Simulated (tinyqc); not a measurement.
Straight dislocations in isotropic elasticity: fields, energies, partials, Peierls stress and walls: one step, computed by the program tinyqc.

The line runs along z, the glide plane is y = 0, and beta is the angle between b and the line (0 screw, 90 degrees edge): b_e = b sin(beta) along +x with the extra half plane at y > 0, b_s = b cos(beta). Stress is positive in tension.

Problem. Stress at a point. With D = G b_e/(2 pi (1 - nu)), S = G b_s/(2 pi), r^2 = x^2 + y^2: s_xx = -D y (3x^2 + y^2)/r^4, s_yy = D y (x^2 - y^2)/r^4, s_xy = D x (x^2 - y^2)/r^4, s_zz = nu (s_xx + s_yy), s_xz = -S y/r^2, s_yz = S x/r^2. Pressure p = -trace/3.

Inputs (values chosen for the exercise, modelled on nickel): shear modulus G = 82.4 GPa; Poisson ratio nu = 0.311; Burgers vector b = 2.492 angstrom.

Character: 30-degree.

field point (x, y) (nm): [-6.4, 2.2]

Give: stress; pressure p.

Solution.

stress (MPa):
```
,x,y,z
x,-317.69,-261.36,-135.95
y,-261.36,89.84,-395.49
z,-135.95,-395.49,-70.86
```

pressure p = 99.567 MPa

The point lies above the glide plane, on the compressed side.
